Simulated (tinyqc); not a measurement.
Geometry relaxation of a small cluster: one step, computed by the program tinyqc.

E = sum_(i<j) phi(r_ij), phi(r) = eps [exp(-2 alpha (r - r0)) - 2 exp(-alpha (r - r0))]; the force on i is -sum_j phi'(r_ij) (R_i - R_j)/r_ij.

Task: Energy and forces at the start. Evaluate E and the forces at the starting positions.

Inputs (values chosen for the exercise, for model atoms): length r0 = 2.8 angstrom; well depth eps = 0.65 eV; stiffness alpha = 1.28 1/angstrom.

Potential: Morse. Method: steepest descent.

starting positions (angstrom):
```
           x      y      z
atom 1  0.05  -0.22   0.07
atom 2  2.84  -0.16  -0.15
atom 3  1.28   2.55   0.01
atom 4  1.33   0.88   2.12
```

Give: distances; energy at the start; forces.

Result:

distances (angstrom): 1-2 2.799, 1-3 3.031, 1-4 2.655, 2-3 3.131, 2-4 2.918, 3-4 2.691

energy at the start = -3.726 eV

forces (eV/angstrom):
```
              x        y        z
atom 1  -0.0691   0.1211  -0.3206
atom 2  -0.2897   0.3971   0.1751
atom 3   0.0534  -0.4385  -0.2366
atom 4   0.3054  -0.0797   0.3821
```
